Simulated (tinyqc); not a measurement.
Absorption edge of a degenerate semiconductor, band filling against gap narrowing: one step of the calculation.

n-type, parabolic bands, full ionisation. eta = (EF - Ec)/kB T solves N = Nc F12(eta), F12(x) = (2/sqrt(pi)) int_0^infinity sqrt(u)/(1 + exp(u - x)) du. The gap shrinks rigidly by dEg = a3 y^(1/3) + a4 y^(1/4) + a2 y^(1/2), y = N/1e18 cm^-3, an empirical law that is here taken as the true narrowing.

Question. Fermi level. Newton step on ln F12(eta) = ln(N/Nc): eta(new) = eta - ln(Nc F12/N) F12/Fm, Fm(x) = dF12/dx = (1/sqrt(pi)) int_0^infinity u^(-1/2)/(1 + exp(u - x)) du.

Inputs (values chosen for the exercise):
```
symbol,value,unit,meaning
Nc,5.68e17,cm^-3,"conduction-band density of states at 300 K, from me"
N,1.8e19,cm^-3,ionised donor density
```

eta at the start (Boltzmann value) = 3.456

Find: F12; Fm; eta after iteration 1.

Answer.

F12 = 5.369
Fm = 2.012
eta after iteration 1 = 8.195

Range of the model: Band tails, non-parabolic bands and incomplete ionisation are left out.

Computed by the program tinyqc: `OMP_NUM_THREADS=1 python tinyqc.py 2330063 2330064 out.jsonl`, one thread of a shared Intel Xeon 2.30GHz, about 0.01 s for the whole run.
